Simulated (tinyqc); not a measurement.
Energy and delay of logic against supply voltage: one step of the calculation.

One expression serves below and above threshold: I(Vg) = Ik [ln(1 + exp((Vg - VT + dd V)/(al nf Vt)))]^al, with I_on = I(V) and I_off = I(0). Gate delay td = kd C V/I_on, clock period LD td. Per gate and cycle the switching energy is act C V^2 and the leakage energy I_off V LD td. No short-circuit current, no variation. Minima are sought above 0.09 V; below a few Vt gates no longer switch and the model has no meaning.

Question. Currents, delay and energies. I_on, I_off, td, clock frequency 1/(LD td), both energies and their sum.

Parameters, values chosen for the exercise; values of the order met in logic technologies:
- T = 330 K (temperature)
- VT = 0.27 V (threshold voltage at zero drain bias)
- nf = 1.09 (slope factor)
- dd = 0.1 (barrier lowering per volt of supply)
- Ik = 1 uA (specific current of a gate)
- al = 1.56 (exponent of the current law)
- C = 0.43 fF (load capacitance of a gate)
- kd = 0.9 (delay factor)
- LD = 16 (logic depth)
- act = 0.3 (activity factor)
- V = 1.09 V (supply voltage)

Constants: q = 1.602176634e-19 C, kB = 1.380649e-23 J/K, Vt = kB T/q. Results are converted to the units shown.

Wanted: I_on; I_off; td; clock frequency; switching energy; leakage energy; energy.

Answer.

I_on = 100.55 uA
I_off = 5.3984 nA
td = 4.1952 ps
clock frequency = 14.898 GHz
switching energy = 153.26 aJ
leakage energy = 0.39497 aJ
energy = 153.66 aJ

I_on/I_off = 18600; leakage makes up 0.257 % of the energy.

Range of the model: At a supply of a few Vt gates lose their noise margin, and variation, left out here, decides whether they work.

Numbers from tinyqc (`OMP_NUM_THREADS=1 python tinyqc.py 2082105 2082106 out.jsonl`; about 0.01 s on one thread of a shared Intel Xeon 2.30GHz).
